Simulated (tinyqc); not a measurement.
Interface states from two metals.

Question. Schottky barriers follow phi = S (pM - chi) + (1 - S) E0, S = 1/(1 + q Ds dl/(eps0 ei)). Find S, E0 and Ds.

Inputs (values chosen for the exercise); material values close to those of silicon:
```
symbol  value  unit                           meaning
chi         4    eV                 electron affinity
dl       0.46    nm  thickness of the interface layer
ei        1.4               its relative permittivity
```

Constants: q = 1.602176634e-19 C, eps0 = 8.8541878128e-14 F/cm where lengths are in cm. Results are converted to the units shown.

phi for pM = 4.27 and 5.18 eV (eV): 0.79022782  0.85485761

Solution. The slope is S, and either point then gives E0.

S = 0.07102
E0 = 0.8300 eV
Ds = 2.200e14 cm^-2 eV^-1

Computed by the program tinyqc: `OMP_NUM_THREADS=1 python tinyqc.py 2430123 2430124 out.jsonl`, one thread of a shared Intel Xeon 2.30GHz, about 0.01 s for the whole run.
